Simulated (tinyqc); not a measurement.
Pair of shallow donors (hydrogen-like orbitals): one step. Two electrons and exchange. Five cases, with inputs chosen for the exercise.

Task: Give C, X, Q, A and J.

Each donor has the orbital exp(-r/a); energy unit Ha* = q/(eps a), q = e^2/(4 pi eps0), so that a lone donor is bound by Ha*/2; x = R/a. One electron: S = (1 + x + x^2/3) exp(-x), j = 1/x - (1 + 1/x) exp(-2x), k = (1 + x) exp(-x); levels E(+/-) = -1/2 - (j +/- k)/(1 +/- S) in Ha*, without the repulsion of the ions, split by D = |E(-) - E(+)|. In six valleys the overlaps S and k are multiplied by v = [cos(K Rx) + cos(K Ry) + cos(K Rz)]/3, K = k0 (2 pi/a_lat), for isotropic envelopes and the symmetric valley state.

Two electrons, Heitler-London: with S' = (1 - x + x^2/3) exp(x), C = 1/x - exp(-2x)(1/x + 11/8 + 3x/4 + x^2/6), X = (1/5){exp(-2x)(25/8 - 23x/4 - 3x^2 - x^3/3) + (6/x)[S^2 (0.5772157 + ln x) + S'^2 Ei(-4x) - 2 S S' Ei(-2x)]}, Q = C - 2j + 1/x and A = X - 2 S k + S^2/x, the singlet and triplet lie at (Q +/- w A)/(1 +/- w S^2) from two lone donors, with the valley weight w = v^2; the exchange is J = triplet - singlet.

Give: C, X, Q, A; J.

Case 1.

Ha* = 71.96225 meV
x = 6.841908
v = 0.515301

Result:

C, X, Q, A (Ha*): 0.1461  0.0002159  -1.387e-05  -0.0001119

J = 4.28 micro-eV

A swap of the two spins takes pi hbar/J = 0.484 ns (hbar = 6.58212e-16 eV s). Against the one-electron splitting D = 0.35 meV, J/D = 0.012: exchange needs both electrons to tunnel and falls as exp(-2x), D as exp(-x).

Case 2.

Ha* = 71.27832 meV
x = 4.329467
v = -0.278068

Result:

C, X, Q, A (Ha*): 0.2296  0.009842  -0.0009573  -0.006203

J = 68.1 micro-eV

A swap of the two spins takes pi hbar/J = 0.0304 ns (hbar = 6.58212e-16 eV s). Against the one-electron splitting D = 1.39 meV, J/D = 0.049: exchange needs both electrons to tunnel and falls as exp(-2x), D as exp(-x).

Case 3.

Ha* = 69.63415 meV
x = 3.416148
v = -0.028851

Result:

C, X, Q, A (Ha*): 0.2861  0.03436  -0.003871  -0.02298

J = 2.63 micro-eV

A swap of the two spins takes pi hbar/J = 0.786 ns (hbar = 6.58212e-16 eV s). Against the one-electron splitting D = 0.263 meV, J/D = 0.01: exchange needs both electrons to tunnel and falls as exp(-2x), D as exp(-x).

Case 4.

Ha* = 80.35516 meV
x = 5.517165
v = 0.026592

Result:

C, X, Q, A (Ha*): 0.1811  0.001710  -0.0001356  -0.0009833

J = 0.112 micro-eV

A swap of the two spins takes pi hbar/J = 18.5 ns (hbar = 6.58212e-16 eV s). Against the one-electron splitting D = 0.06 meV, J/D = 0.0019: exchange needs both electrons to tunnel and falls as exp(-2x), D as exp(-x).

Case 5.

Ha* = 77.77286 meV
x = 5.397267
v = 0.620737

Result:

C, X, Q, A (Ha*): 0.1851  0.002051  -0.0001660  -0.001191

J = 71.3 micro-eV

A swap of the two spins takes pi hbar/J = 0.029 ns (hbar = 6.58212e-16 eV s). Against the one-electron splitting D = 1.5 meV, J/D = 0.048: exchange needs both electrons to tunnel and falls as exp(-2x), D as exp(-x).

Computed by tinyqc, one run a case: `OMP_NUM_THREADS=1 python tinyqc.py N N+1 out.jsonl` with N = 1251813, 1251934, 1251951, 1251955, 1252062; one thread of a shared Intel(R) Xeon(R) Processor @ 2.30GHz, about 0.01 s a run at most.
